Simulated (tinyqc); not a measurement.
Defect, radiative and Auger recombination at equal electron and hole densities (ABC model), step by step. Values are carried at full precision from step to step, so a last printed digit may differ when a step is redone from the rounded ones.

J/(e d) = Ae n + B n^2 + C n^3 with Ae = A + 4 S/w (four side walls, carriers spread evenly), e = 1.602176634e-19 C, lengths in cm; internal efficiency IQE = B n^2/(Ae n + B n^2 + C n^3); all injected carriers recombine in the layer.

Values chosen for the exercise (orders of magnitude like those quoted for GaAs; the results hold for these values, not for the real material): A = 19000000 1/s (defect rate); B = 1.1e-10 cm^3/s (radiative coefficient); C = 1.2e-30 cm^6/s (Auger coefficient); S = 44 cm/s (recombination velocity of the side walls); w = 140 micrometre (side of the square mesa); d = 61 nm (active thickness); J = 54000 A/cm^2 (current density); ex = 0.67 (extraction efficiency); Eph = 1.43 eV (photon energy).

## The efficiency peak

IQE peaks at n_p = sqrt(Ae/C); with Q = B/sqrt(Ae C), IQE_max = Q/(Q + 2).

Ae = 1.901e+07 1/s
n_p = 3.980e+18 1/cm^3
Q = 23.03
IQE_max = 0.920
J at the peak = 1.85e+03 A/cm^2

The side walls supply 0 % of Ae.

## Carrier density at the given current

G = J/(e d). Newton steps from the smallest of G/Ae, sqrt(G/B) and (G/C)^(1/3); stop when the relative step is below 1e-9.

G = 5.525e+28 1/(cm^3 s)

Newton steps:

| step | n (1/cm^3) | rate/G | relative step |
|---|---|---|---|
| 1 | 2.2412e+19 | 1.25221 | -0.092 |
| 2 | 2.0350e+19 | 1.01448 | -0.0066 |
| 3 | 2.0216e+19 | 1.00006 | -2.7e-05 |
| 4 | 2.0216e+19 | 1.00000 | -4.6e-10 |

n = 2.022e+19 1/cm^3

The start is an upper bound and the function is convex, so the steps fall monotonically; 4 are needed.

## Shares, lifetimes and light

Shares of the three paths; lifetime n/G = 1/(Ae + B n + C n^2); differential lifetime 1/(Ae + 2 B n + 3 C n^2) and bandwidth 1/(2 pi tau_d); optical power density ex IQE J Eph/e.

shares: defect 0.0070, radiative 0.8136, Auger 0.1794

lifetime = 0.366 ns
differential lifetime = 0.168 ns
bandwidth = 945 MHz
optical power density = 4.21e+04 W/cm^2

The radiative path is the largest; the device runs above its efficiency peak, where the defect and Auger shares are equal. At this density the bands are degenerate: B saturates and stimulated emission, left out, would clamp n in a laser cavity.

## Checks

- Density from Newton steps against bisection (1/cm^3): both 2.0216e+19.

Program tinyqc; command `OMP_NUM_THREADS=1 python tinyqc.py 1682691 1682692 out.jsonl`; about 0.01 s on one thread of a shared Intel(R) Xeon(R) Processor @ 2.30GHz.
